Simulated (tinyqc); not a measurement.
Specific resistance of a metal-semiconductor contact and its transmission-line measurement. From one set of inputs to another, one input at a time. Computed by tinyqc, a small Python program. Command: `OMP_NUM_THREADS=1 python tinyqc.py 3004601 3004602 out.jsonl contact ladder`. One thread of a shared host (Intel(R) Xeon(R) Processor @ 2.30GHz), about 0.02 s of CPU time with the checks.

The barrier is parabolic (depletion approximation), energies E are normal energies counted from the band edge in the neutral semiconductor (downwards for holes), and the bias is zero. xi is an input, held fixed when other inputs move.

The inputs printed are set A. Set A is modelled on n-type In0.53Ga0.47As; the values taken over come from a set modelled on n-type silicon. Inputs not listed in the table keep their values of set A, so the rows need not describe a real material.

Inputs (values chosen for the exercise, modelled on n-type In0.53Ga0.47As):
```
quantity                                           value          unit
tunnelling mass m                                  0.044           m_0
permittivity eps                                    13.9             -
Richardson constant A*                              4.82  A/(cm^2 K^2)
barrier height phi_B                                0.25            eV
doping N                                         5.3e+18        1/cm^3
Fermi level above the band edge in the bulk, xi     0.18            eV
temperature T                                        400             K
sheet resistance R_sh                                110           ohm
contact length d                                   0.034    micrometre
contact width W                                      1.6    micrometre
```

Image-force lowering: left out.

Constants: hbar = 1.054571817e-34 J s; eps_0 = 8.8541878128e-12 F/m; m_0 = 9.1093837015e-31 kg; k_B = 8.617333262e-05 eV/K; e = 1.602176634e-19 C.

Method:
- E_00 = (e hbar/2) sqrt(N/(eps eps_0 m)); band bending E_b = phi_B + xi; depletion width w = sqrt(2 eps eps_0 E_b/(e^2 N)).
- WKB transmission for E < E_b, with a = E/E_b: D = exp{-(E_b/E_00) [sqrt(1 - a) - a ln((1 + sqrt(1 - a))/sqrt(a))]}; D = 1 above.
- At zero bias 1/rho_c = (e A*/k_B^2) int D(E) f(E) dE, f = 1/(1 + exp((E - xi)/k_B T)); 200 Gauss-Legendre points from 0 to E_b, and k_B T ln(1 + exp((xi - E_b)/k_B T)) for the part above the barrier; the share of tunnelling is the part below.
- Transmission-line model: transfer length L_T = sqrt(rho_c/R_sh); R_c = (R_sh L_T/W) coth(d/L_T). Limits: rho_c/(W d) for d << L_T, sqrt(rho_c R_sh)/W for d >> L_T.

Each row keeps all changes above it; columns: (1) input moved; (2) from; (3) to; (4) specific contact resistance rho_c (ohm cm^2); (5) contact resistance R_c (ohm); (6) transfer length L_T (micrometre):
```
(1)                                        (2)      (3)         (4)         (5)     (6)
set A                                        -        -  2.6139e-07  4.8128e+02  0.4875
permittivity eps                          13.9     11.7  2.1269e-07  3.9176e+02  0.4397
temperature T (K)                          400      300  2.6443e-07  4.8687e+02  0.4903
sheet resistance R_sh (ohm)                110       97  2.6443e-07  4.8678e+02  0.5221
tunnelling mass m (m_0)                  0.044     0.28  5.8442e-06  1.0744e+04  2.4546
contact width W (micrometre)               1.6       48  5.8442e-06  3.5813e+02  2.4546
Richardson constant A* (A/(cm^2 K^2))     4.82      116  2.4284e-07  1.4903e+01  0.5003
doping N (1/cm^3)                      5.3e+18  5.7e+20  9.6076e-10  8.0168e-02  0.0315
```

Specific contact resistance rho_c goes from 2.61e-7 to 9.61e-10, a factor 0.00368 in all. The largest single move comes from doping N (a factor 0.00396), and tunnelling mass m works against it (a factor 22.1). Contact resistance R_c goes from 481 to 0.0802, a factor 1.67e-4 in all. The largest single move comes from doping N (a factor 0.00538), and tunnelling mass m works against it (a factor 22.1). Transfer length L_T goes from 0.487 to 0.0315, a factor 0.0646 in all. The largest single move comes from doping N (a factor 0.0629), and tunnelling mass m works against it (a factor 4.70). The single moves hold for this order of the switches; the total does not depend on the order.

Caution (rows doping N): the barrier is thinner than 1.5 nm, about the spacing of dopants, so a smooth parabolic barrier and WKB are rough.

Extremes, crossings and ranges named in words are read from the listed rows.
